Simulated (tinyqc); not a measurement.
Free and trapped electrons in a MOS channel with a dense trap tail: free and trapped charge against gate voltage.

p-type body, charge-sheet picture, full ionisation (an idealisation for deep acceptors), Boltzmann statistics for free electrons. e = Ec - EF at the surface. Acceptor-like traps of density D(E) = D0 + De exp(-E/Ew) at depth E below Ec, from 0 to Eu, hold n_t = integral of D(E)/(1 + exp((e - E)/Vt)). psi = Eg - Vt ln(Nv/Na) - e; N_dep = sqrt(2 eps0 eps_r Na (psi - Vt)/q); n_f = sqrt(N_dep^2 + 2 eps0 eps_r Vt Nc exp(-e/Vt)/q) - N_dep; Vg = Vfb + psi + q (N_dep + n_t + n_f)/Cox, Cox = eps0 eox/tox.

Free share n_f/(n_f + n_t); swing ln 10 n_f/(dn_f/dVg); field-effect mobility mf q (dn_f/dVg)/Cox, for a constant mf; oxide field q (N_dep + n_t + n_f)/(eps0 eox).

Inputs (values chosen for the exercise); band and dielectric values close to those of 4H silicon carbide: temperature T = 300 K; band gap Eg = 3.26 eV; relative permittivity eps_r = 9.62; conduction-band density of states at T Nc = 1.72e19 cm^-3; valence-band density of states at T Nv = 2.52e19 cm^-3; relative permittivity of the insulator eox = 3.9; insulator thickness tox = 63 nm; acceptor density Na = 3.6e16 cm^-3; flat-band voltage without trapped charge Vfb = -2.41 V; constant background density of acceptor-like traps D0 = 1.4e10 cm^-2 eV^-1; density of the tail at the conduction edge De = 2.9e13 cm^-2 eV^-1; decay energy of the tail Ew = 0.05 eV; depth below Ec down to which the traps reach Eu = 0.7 eV; mobility of free electrons mf = 110 cm^2/(V s).

Constants: q = 1.602176634e-19 C, kB = 1.380649e-23 J/K, Vt = kB T/q, eps0 = 8.8541878128e-14 F/cm where lengths are in cm. Results are converted to the units shown.

Free and trapped charge against gate voltage:

| Vg (V) | e (eV) | n_f (cm^-2) | n_t (cm^-2) | free share (%) | swing (mV/decade) | field-effect mobility (cm^2/(V s)) | oxide field (MV/cm) |
|---|---|---|---|---|---|---|---|
| 3.3 | 0.3683 | 1.514e6 | 6.134e9 | 0.02467 | 100.4 | 0.01116 | 0.4742 |
| 4.6 | 0.1044 | 3.848e10 | 2.736e11 | 12.33 | 1208 | 23.58 | 0.6387 |
| 5.8 | 0.06452 | 1.686e11 | 5.332e11 | 24.02 | 2786 | 44.80 | 0.8228 |
| 7.1 | 0.04086 | 3.838e11 | 7.504e11 | 33.84 | 4676 | 60.77 | 1.025 |
| 8.4 | 0.02439 | 6.546e11 | 9.158e11 | 41.68 | 6672 | 72.63 | 1.229 |
| 9.6 | 0.01242 | 9.422e11 | 1.033e12 | 47.71 | 8595 | 81.16 | 1.418 |
| 10.9 | 0.001647 | 1.285e12 | 1.128e12 | 53.25 | 1.077e4 | 88.33 | 1.622 |
| 12.2 | -0.007516 | 1.654e12 | 1.200e12 | 57.96 | 1.307e4 | 93.72 | 1.827 |
| 13.4 | -0.01489 | 2.011e12 | 1.249e12 | 61.68 | 1.528e4 | 97.44 | 2.017 |

n_f reaches 1e11 cm^-2 at Vg = 5.26 V, against 4.02 V without traps. The free share rises from 0.0247 to 61.7 % and the field-effect mobility rises from 0.0112 to 97.4 cm^2/(V s), although mf = 110 is constant: in the last row 88.6 % of Cox dVg goes into free electrons. The swing in the first row is 100 mV a decade (Vt ln 10 = 59.5). For Vg = 7.1, 8.4, 9.6, 10.9, 12.2, 13.4 EF lies less than 2 Vt below the band edge, or above it, where degeneracy and confinement, left out, matter.

Program tinyqc, `OMP_NUM_THREADS=1 python tinyqc.py 2222001 2222002 out.jsonl`; Intel Xeon 2.30GHz, shared host, one thread, about 0.02 s.
